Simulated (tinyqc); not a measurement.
Inside a calculation. Method: empirical pseudopotential in a few plane waves. One step of it, computed by the program tinyqc.

Problem. Bloch Hamiltonian at G. Basis: the 15 shortest G (labels in 2 pi/a), the same at every k. H(G,G') = c |k + G|^2 delta + VS(|G-G'|^2) cos((G-G').tau) + i VA sin((G-G').tau), tau = a/8 (1,1,1); 1 Ry = 13.605693 eV.

Parameters chosen for this model: fcc lattice, atoms at +/- a/8 (1,1,1); form factors in rydberg at |G|^2 in units of (2 pi/a)^2:
```
parameter                 value      unit
a                      5.390000  angstrom
VS(3)                 -0.191000        Ry
VS(8)                  0.054000        Ry
VS(11)                 0.055000        Ry
VA(3)                         0        Ry
VA(4)                         0        Ry
VA(11)                        0        Ry
hbar^2/2m (2 pi/a)^2   5.177321        eV
```

k point G (2 pi / a): [0, 0, 0]

Give: H(k) at G.

Solution.

H(k) at G (eV), order +0+0+0, -1-1-1, -1-1+1, -1+1-1, -1+1+1, +1-1-1, +1-1+1, +1+1-1, +1+1+1, -2+0+0, +0-2+0, +0+0-2, +0+0+2, +0+2+0, +2+0+0:
```
[[0.0000, 1.8375, -1.8375, -1.8375, -1.8375, -1.8375, -1.8375, -1.8375, 1.8375, 0.0000, 0.0000, 0.0000, 0.0000, 0.0000, 0.0000],
 [1.8375, 15.5320, 0.0000, 0.0000, -0.7347, 0.0000, -0.7347, -0.7347, 0.0000, -1.8375, -1.8375, -1.8375, -0.5291, -0.5291, -0.5291],
 [-1.8375, 0.0000, 15.5320, 0.7347, 0.0000, 0.7347, 0.0000, 0.0000, -0.7347, -1.8375, -1.8375, 0.5291, 1.8375, -0.5291, -0.5291],
 [-1.8375, 0.0000, 0.7347, 15.5320, 0.0000, 0.7347, 0.0000, 0.0000, -0.7347, -1.8375, 0.5291, -1.8375, -0.5291, 1.8375, -0.5291],
 [-1.8375, -0.7347, 0.0000, 0.0000, 15.5320, 0.0000, 0.7347, 0.7347, 0.0000, 1.8375, -0.5291, -0.5291, -1.8375, -1.8375, 0.5291],
 [-1.8375, 0.0000, 0.7347, 0.7347, 0.0000, 15.5320, 0.0000, 0.0000, -0.7347, 0.5291, -1.8375, -1.8375, -0.5291, -0.5291, 1.8375],
 [-1.8375, -0.7347, 0.0000, 0.0000, 0.7347, 0.0000, 15.5320, 0.7347, 0.0000, -0.5291, 1.8375, -0.5291, -1.8375, 0.5291, -1.8375],
 [-1.8375, -0.7347, 0.0000, 0.0000, 0.7347, 0.0000, 0.7347, 15.5320, 0.0000, -0.5291, -0.5291, 1.8375, 0.5291, -1.8375, -1.8375],
 [1.8375, 0.0000, -0.7347, -0.7347, 0.0000, -0.7347, 0.0000, 0.0000, 15.5320, -0.5291, -0.5291, -0.5291, -1.8375, -1.8375, -1.8375],
 [0.0000, -1.8375, -1.8375, -1.8375, 1.8375, 0.5291, -0.5291, -0.5291, -0.5291, 20.7093, 0.7347, 0.7347, -0.7347, -0.7347, 0.0000],
 [0.0000, -1.8375, -1.8375, 0.5291, -0.5291, -1.8375, 1.8375, -0.5291, -0.5291, 0.7347, 20.7093, 0.7347, -0.7347, 0.0000, -0.7347],
 [0.0000, -1.8375, 0.5291, -1.8375, -0.5291, -1.8375, -0.5291, 1.8375, -0.5291, 0.7347, 0.7347, 20.7093, 0.0000, -0.7347, -0.7347],
 [0.0000, -0.5291, 1.8375, -0.5291, -1.8375, -0.5291, -1.8375, 0.5291, -1.8375, -0.7347, -0.7347, 0.0000, 20.7093, 0.7347, 0.7347],
 [0.0000, -0.5291, -0.5291, 1.8375, -1.8375, -0.5291, 0.5291, -1.8375, -1.8375, -0.7347, 0.0000, -0.7347, 0.7347, 20.7093, 0.7347],
 [0.0000, -0.5291, -0.5291, -0.5291, 0.5291, 1.8375, -1.8375, -1.8375, -1.8375, 0.0000, -0.7347, -0.7347, 0.7347, 0.7347, 20.7093]]
```
